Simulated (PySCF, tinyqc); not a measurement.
Inside a calculation. Method: FCI on RHF in the sto-3g basis, frozen core, for BeH+, spin multiplicity 1. The lowest restricted solution is unstable here: a spin-polarised one lies 0.0314 hartree lower (PySCF). One step of it, computed by the program tinyqc.

Task: FCI: determinants and Hamiltonian. Slater-Condon rules over spin orbitals, with the nuclear repulsion and the energy of the frozen orbital added and E(HF) subtracted on the diagonal. Only determinants linked to the reference directly or through others are kept (one block of an abelian symmetry group), so some states are absent.

one-electron integrals dressed by the frozen orbital, h + 2 (pq|11) - (p1|1q) (hartree):
```
           2          3          4          5          6
2  -1.022814   0.057165   0.000000   0.000000   0.000177
3   0.057165  -0.835117   0.000000   0.000000  -0.050266
4   0.000000   0.000000  -0.745182   0.000000   0.000000
5   0.000000   0.000000   0.000000  -0.745182   0.000000
6   0.000177  -0.050266   0.000000   0.000000  -0.718388
```

energy of the frozen orbital, 2 h_11 + (11|11) = -13.94362401 hartree

Two-electron integrals over orbitals (pq|rs), unique and non-zero (hartree); the lowest 1 orbital is frozen and left out:
```
(22|22) 0.416920    (32|22) -0.057165   (32|32) 0.089560    (33|22) 0.338269
(33|32) 0.014781    (33|33) 0.394266    (42|42) 0.049017    (43|42) 0.037408
(43|43) 0.044599    (44|22) 0.341812    (44|32) 0.058680    (44|33) 0.359543
(44|44) 0.449859    (52|52) 0.049017    (53|52) 0.037408    (53|53) 0.044599
(54|54) 0.024249    (55|22) 0.341812    (55|32) 0.058680    (55|33) 0.359543
(55|44) 0.401360    (55|55) 0.449859    (62|22) -0.000177   (62|32) 0.059956
(62|33) -0.016879   (62|44) 0.068499    (62|55) 0.068499    (62|62) 0.106047
(63|22) 0.055111    (63|32) -0.087966   (63|33) -0.028278   (63|44) -0.050823
(63|55) -0.050823   (63|62) -0.060704   (63|63) 0.104921    (64|42) 0.020693
(64|43) 0.002841    (64|64) 0.020565    (65|52) 0.020693    (65|53) 0.002841
(65|65) 0.020565    (66|22) 0.421481    (66|32) -0.055481   (66|33) 0.368902
(66|44) 0.349412    (66|55) 0.349412    (66|62) -0.013644   (66|63) 0.047485
(66|66) 0.449961
```

nuclear repulsion = 1.00795659 hartree

Hartree-Fock energy = -14.56437469 hartree

Give: determinants; H - E(HF) between determinants.

Result:

Occupation strings over the orbitals (2 doubly, a alpha, b beta, 0 empty; spin orbitals ordered 1a 1b 2a 2b ...): 220000 2ab000 2a000b 2ba000 2b000a 202000 20a00b 200200 200020 20b00a 200002

H - E(HF) between determinants (hartree):
```
        220000  2ab000  2a000b  2ba000  2b000a  202000  20a00b  200200
220000   0.000   0.000   0.000   0.000   0.000   0.090   0.060   0.049
2ab000   0.000   0.109   0.005  -0.090  -0.060   0.072  -0.088   0.037
2a000b   0.000   0.005   0.309  -0.060  -0.106  -0.088   0.002   0.021
2ba000   0.000  -0.090  -0.060   0.109   0.005  -0.072   0.017  -0.037
2b000a   0.000  -0.060  -0.106   0.005   0.309   0.088   0.061  -0.021
202000   0.090   0.072  -0.088  -0.072   0.088   0.353  -0.079   0.045
20a00b   0.060  -0.088   0.002   0.017   0.061  -0.079   0.444   0.003
200200   0.049   0.037   0.021  -0.037  -0.021   0.045   0.003   0.588
200020   0.049   0.037   0.021  -0.037  -0.021   0.045   0.003   0.024
20b00a  -0.060   0.017   0.061  -0.088   0.002   0.079  -0.105  -0.003
200002   0.106  -0.061  -0.013   0.061   0.013   0.105  -0.003   0.021

        200020  20b00a  200002
220000   0.049  -0.060   0.106
2ab000   0.037   0.017  -0.061
2a000b   0.021   0.061  -0.013
2ba000  -0.037  -0.088   0.061
2b000a  -0.021   0.002   0.013
202000   0.045   0.079   0.105
20a00b   0.003  -0.105  -0.003
200200   0.024  -0.003   0.021
200020   0.588  -0.003   0.021
20b00a  -0.003   0.444   0.003
200002   0.021   0.003   0.642
```
